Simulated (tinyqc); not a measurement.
# CMOS inverter, nodal equation and switching: effect of the supply voltage

An n-channel pull-down (bn, VTn) and a p-channel pull-up (bp, VTp) share the input Vin and the output node Vout, which carries the load C. Transistor (EKV form, voltages against the body): I = 2 n b Vt^2 [F(vp - Vs) - F(vp - Vd)] from drain to source, F(v) = ln^2(1 + exp(v/(2 Vt))), vp = (Vg - VT + sg |Vd - Vs|)/n. n-channel bodies are at 0; for the p-channel device all voltages are counted down from Vdd. b in uA/V^2 gives I in uA. Static: In = Ip. Transient: C dVout/dt = Ip - In. No velocity saturation, no gate capacitance beyond C.

VM solves In = Ip with Vin = Vout; VIL and VIH are the inputs of gain -1, NML = VIL - Vout(VIH), NMH = Vout(VIL) - VIH. For a step input the delay to Vdd/2 is tHL = C times the integral of dV/(In - Ip) from Vdd/2 to Vdd at Vin = Vdd, and tLH likewise with Ip - In from 0 to Vdd/2 at Vin = 0.

Parameters, values chosen for the exercise:

| symbol | value | unit | meaning |
|---|---|---|---|
| T | 350 | K | temperature |
| n | 1.25 |  | slope factor |
| sg | 0.05 |  | drain-induced barrier lowering |
| VTn | 0.26 | V | n-channel threshold |
| VTp | 0.3 | V | p-channel threshold (magnitude) |
| bn | 390 | uA/V^2 | gain factor of the pull-down transistor |
| bp | 510 | uA/V^2 | gain factor of the pull-up transistor |
| C | 1.1 | fF | load capacitance |

Constants: q = 1.602176634e-19 C, kB = 1.380649e-23 J/K, Vt = kB T/q. Results are converted to the units shown.

Effect of the supply voltage:
```
Vdd (V),VM (V),gain at VM,NML (V),NMH (V),tHL (ps),tLH (ps)
0.2,0.08670,-9.187,0.04682,0.07625,772.4,1468
0.3,0.1364,-16.03,0.09298,0.1220,157.5,240.9
0.4,0.1867,-18.88,0.1381,0.1662,52.53,64.12
0.5,0.2373,-19.67,0.1815,0.2082,25.91,27.21
0.6,0.2884,-19.89,0.2226,0.2467,16.08,15.48
0.8,0.3921,-19.98,0.2972,0.3118,8.708,7.691
1,0.4974,-19.99,0.3644,0.3632,5.861,4.972
1.2,0.6035,-20.00,0.4279,0.4070,4.391,3.640
```

As Vdd goes from 0.2 to 1.2 V, VM rises from 0.0867 to 0.604 V, the size of the gain rises from 9.19 to 20.0, tHL falls from 772 to 4.39 ps and tLH falls from 1470 to 3.64 ps. The smaller margin is largest, 0.407 V, at Vdd = 1.2 V among the rows. For Vdd = 0.8 to 1.2 V the overdrive passes 0.5 V, where velocity saturation, left out here, would lengthen the delays of short devices. At Vdd = 0.2 V the supply is below a threshold, where mismatch, left out here, dominates margins and delay.

Program tinyqc, `OMP_NUM_THREADS=1 python tinyqc.py 2340080 2340081 out.jsonl`; Intel Xeon 2.30GHz, shared host, one thread, about 0.04 s.
